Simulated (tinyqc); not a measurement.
Bulk, dangling and hydrogenated hybrids across the gap: Weaire-Thorpe hybrids on a Bethe lattice: gap and dangling bond of an amorphous tetrahedral solid.

Four sp3 hybrids an atom at energy 0, coupled by -V1 on the atom and by -V2 along a bond; the bonds form a tree (no rings). For any network the gap runs at least from -V2 + V1 to V2 - 3 V1, and p-like states pile up at -V2 + V1 and V2 + V1. On the tree the gap is wider: it ends at Ec = -V1 + sqrt(V2^2 + 4 V1^2 - 2 sqrt3 V1 V2), which makes it well wider than the gaps of the real glasses. A branch seen from a hybrid has the self-energy S = V2^2 g, where g is the Green function of the hybrid across the bond, whose three partners carry S themselves. With a = z - V1, b = a - S: g = 1/(a + V1 b/(b + 3 V1)), z = E + i eta. A full atom has G = (1/b)(b + 3 V1)/(b + 4 V1) per hybrid; a dangling hybrid with shift dh has G = 1/(1/g - dh).

Inputs chosen for the exercise (of the size of tabulated hybrid energies for tetrahedral carbon; shifted at random, so the results belong to these values and not to a real crystal): V1 = 2.01 eV (coupling of two hybrids on one atom); V2 = 10.48 eV (coupling of the two hybrids of a bond); eta = 0.02 eV (broadening); dh = -1.03 eV (shift of the dangling hybrid (rehybridisation)); VH = 5.44 eV (coupling to a hydrogen atom); eH = -3.15 eV (hydrogen level); E1s = -9.7 eV (first energy); dE = 1.35 eV (step).

edges (eV): Ev -8.47000, Ec(bound) 4.45000, Ec(tree) 5.27150

Thirteen energies E1s + j dE. With hydrogen the hybrid gains the self-energy VH^2/(z - eH) and dh = 0.

Density per hybrid (1/eV):
```
E (eV)    bulk  dangling  with hydrogen
-9.70   0.0277    0.0051         0.0096
-8.35   0.1077    0.0001         0.0009
-7.00   0.0008    0.0002         0.0950
-5.65   0.0002    0.0003         0.0013
-4.30   0.0001    0.0005         0.0003
-2.95   0.0001    0.0014         0.0002
-1.60   0.0001    0.0123         0.0002
-0.25   0.0001    0.0127         0.0003
1.10    0.0001    0.0014         0.0005
2.45    0.0001    0.0005         0.0023
3.80    0.0001    0.0003         0.1558
5.15    0.0010    0.0004         0.0022
6.50    0.0316    0.0088         0.0261
```

What can be read from this table?

Between Ev = -8.47 and Ec = 5.27 eV the bulk density is a broadening tail (least 0.0001). The dangling hybrid reaches 0.013 at -0.25 eV among these rows; its level lies at -0.920 eV, and the peak there, of width eta, is far higher unless a row falls on it. With hydrogen the largest value on the rows inside the gap, more than 0.05 eV from an edge, is 0.1558, and 1/g = VH^2/(E - eH) still has roots in this wide gap, at -6.863 and 3.658 eV.

tinyqc: `OMP_NUM_THREADS=1 python tinyqc.py 1452114 1452115 out.jsonl`; about 0.02 s, one thread, shared Intel(R) Xeon(R) Processor @ 2.30GHz.
